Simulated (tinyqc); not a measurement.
# From single traps to 1/f noise

4 half-filled traps with time constants tau_j = 6.5e-8 s times 10^(2 j), j = 0..3, each shift the threshold by a = 2.64 uV when filled and give the Lorentzian a^2 tau/(1 + (2 pi f tau)^2). For time constants spread evenly in ln tau the sum tends to a^2/(4 f ln(10^2)). slope = d ln S/d ln f.

From single traps to 1/f noise:
```
f (Hz)  S (uV^2/Hz)  1/f limit (uV^2/Hz)      slope  j of the largest term
0.01         0.4576                37.84  -3.303e-5                      3
0.1          0.4568                3.784  -0.003297                      3
1            0.3928               0.3784    -0.2826                      3
30         0.007507              0.01261    -0.8110                      2
1000       3.046e-4             3.784e-4     -1.605                      2
30000      1.887e-5             1.261e-5     -1.184                      1
1e6        4.157e-7             3.784e-7    -0.3989                      0
1e7        2.590e-8             3.784e-8     -1.888                      0
1e8       2.742e-10             3.784e-9     -1.999                      0
```

What does the table show?

Below the slowest trap (1/(2 pi tau) = 2.4 Hz) the spectrum is flat, slope 0.00 in the first row; above the fastest (2.4e6 Hz) the slope tends to -2 (-2.00 in the last row). In between, at 30, 1000 and 30000 Hz, the slopes are -0.81, -1.61 and -1.18, and S is 19 % below the 1/f limit at 1000 Hz.

Numbers from tinyqc (`OMP_NUM_THREADS=1 python tinyqc.py 2150134 2150135 out.jsonl`; about 0.01 s on one thread of a shared Intel Xeon 2.30GHz).
